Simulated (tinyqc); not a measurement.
Convergence with the plane-wave basis: k.p theory built from an empirical-pseudopotential calculation at Gamma.

Empirical pseudopotential on the fcc lattice, atoms at +/- tau, tau = a (1,1,1)/8, no spin-orbit coupling. H(G,G') = c (2 pi/a)^2 |k + G|^2 delta + VS(q) cos(q.tau) + i VA(q) sin(q.tau), q = G - G', c = hbar^2/2m0; k and G in units of 2 pi/a; VS at |q|^2 = 3, 8, 11 and VA at 3, 4, 11, in rydberg, zero elsewhere. The basis holds all G with |G|^2 up to a cut-off. Energies are counted from the fourth level at Gamma.

For a multiplet A of d_A states, W(B) = (4 c/(3 d_A)) sum over n in A, m in B and i = x, y, z of |<n|G_i|m>|^2 (G in 1/angstrom, <n|G_i|m> = sum_G c_n(G)* G_i c_m(G)); the mean inverse mass of A is 1 + sum_B W(B)/(E_A - E_B). Multiplets with W = 0 are left out.

Valence parameters: D(u) = c + 4 c^2 sum_m <n|u.G|m><m|u.G|n'>/(0 - E_m) on the valence triplet, in units of c, has eigenvalues L, M, M along [100] and (L + 2M + 2N)/3, (L + 2M - N)/3 twice along [111]; g1 = -(L + 2M)/3, g2 = -(L - M)/6, g3 = -N/6.

Constants: hbar^2/2m0 = 3.80998211 eV angstrom^2; Ry = 13.60569312 eV.

Values chosen for the exercise (out of a larger set: near those of GaAs; not measured data): a = 5.628 angstrom (lattice constant); VS = (-0.232, 0.01, 0.06) Ry (symmetric form factors); VA = (0.069, 0.049, 0.008) Ry (antisymmetric form factors).

E_s is the lowest empty singlet, Ep its W to the valence triplet, m its mass.

Results:
```
cut-off  plane waves  E_s (eV)  Ep (eV)  m (m0)    g1    g2    g3
8                 27     1.370    18.15  0.0704  6.02  1.86  2.60
11                51     1.399    18.48  0.0706  5.97  1.94  2.54
12                59     1.438    18.47  0.0725  5.93  1.85  2.50
16                65     1.438    18.49  0.0724  5.95  1.85  2.51
19                89     1.436    18.49  0.0724  5.95  1.86  2.50
20               113     1.439    18.48  0.0725  5.94  1.85  2.50
24               137     1.440    18.48  0.0726  5.94  1.85  2.50
```

Against the last row, E_s errs most, by -0.070 eV, at cut-off 8, and by -0.001 eV in the last row but one. Ep varies by 1.8 % over the table and m by 2.9 %: the mass, near E_s/Ep, inherits the errors of both. Local form factors fix the converged values only roughly. The gap is a difference of two levels, so it need not converge steadily, and here it does not.

tinyqc: `OMP_NUM_THREADS=1 python tinyqc.py 1051501 1051502 out.jsonl`; about 0.3 s, one thread, shared Intel(R) Xeon(R) Processor @ 2.30GHz.
